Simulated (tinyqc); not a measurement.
# Ellipsometry and reflectance of a transparent film on an absorbing substrate: what changes with what

Air (index 1), film, substrate with N2 = n2 - i k2; time factor exp(+i w t). q_j = sqrt(N_j^2 - sin^2 th), root with positive real part. Fresnel coefficients r_s = (q_a - q_b)/(q_a + q_b), r_p = (N_b^2 q_a - N_a^2 q_b)/(N_b^2 q_a + N_a^2 q_b). tan(Psi) exp(i Delta) = R_p/R_s, Delta taken from 0 to 360 degrees.

Parameters, values chosen for the exercise; indices close to those of silicon dioxide on silicon: wavelength lam = 632.8 nm; angle of incidence th = 70 degrees; index of the transparent film n1 = 1.452; film thickness d = 100 nm; index of the substrate n2 = 3.882; extinction coefficient of the substrate k2 = 0.019.

Each table varies one quantity; the others keep the values above.

## Psi and Delta against the film thickness

beta = 2 pi d q1/lam, X = exp(-2 i beta), R = (r01 + r12 X)/(1 + r01 r12 X) for p and s. The last column is the derivative of Delta.

Psi and Delta against the film thickness:
```
d (nm),Psi (degrees),Delta (degrees),|R_p|^2,|R_s|^2,dDelta/dd (degrees/nm)
0,10.57,179.2,0.02420,0.6947,-2.850
32,17.17,113.1,0.06372,0.6670,-1.213
64,27.15,87.85,0.1496,0.5690,-0.4774
97,39.26,80.08,0.2312,0.3461,0.009606
129,66.89,90.42,0.2731,0.04972,0.8300
161,60.95,272.6,0.2697,0.08323,0.5936
193,37.18,279.6,0.2216,0.3852,-0.06062
226,25.71,269.6,0.1364,0.5884,-0.5506
258,15.76,240.7,0.05373,0.6744,-1.409
290,10.75,167.5,0.02501,0.6943,-2.767
```

Read the table: what changes, and by how much?

Psi goes from 10.6 through a maximum of 66.9 (at d = 129 nm among the rows listed) to 10.7 degrees. The period is 285.8 nm, after which Psi and Delta return to the values of the bare substrate, so one angle and wavelength fix d only up to a multiple of it. The size of the slope of Delta runs from 0.00961 to 2.85 degrees/nm among the rows; Delta is counted modulo 360 degrees, and sharper features can lie between the rows.

## Effect of the index of the transparent film

Same model as above.

dDelta/dd is the derivative of Delta; period lam/(2 q1).

Results:
```
n1,Psi (degrees),Delta (degrees),|R_p|^2,|R_s|^2,dDelta/dd (degrees/nm),period (nm)
1.25,30.35,96.72,0.1809,0.5275,-0.03971,383.8
1.65,53.75,55.22,0.2297,0.1234,-1.153,233.3
1.85,52.99,356.8,0.1887,0.1072,-3.513,198.5
2.05,35.55,326.1,0.1345,0.2634,-2.012,173.7
2.25,23.72,307.9,0.08370,0.4334,-1.818,154.8
2.45,16.30,286.1,0.04729,0.5531,-2.202,139.8
2.65,11.99,257.0,0.02826,0.6265,-2.690,127.7
```

Estimate the missing row, n1 = 1.45.

Computed row:
```
n1,Psi (degrees),Delta (degrees),|R_p|^2,|R_s|^2,dDelta/dd (degrees/nm),period (nm)
1.45,40.66,80.33,0.2367,0.3208,0.05877,286.5
```

With this row back in the table: Psi goes from 30.4 through a maximum of 53.8 (at n1 = 1.65 among the rows listed) to 12.0 degrees and |R_p|^2 goes from 0.181 through a maximum of 0.237 (at n1 = 1.45 among the rows listed) to 0.0283. The slope of Delta is largest in size, 3.51 degrees/nm, at n1 = 1.85 among the rows.

Program tinyqc, `OMP_NUM_THREADS=1 python tinyqc.py 2870214 2870215 out.jsonl`; Intel Xeon 2.30GHz, shared host, one thread, about 0.3 s.
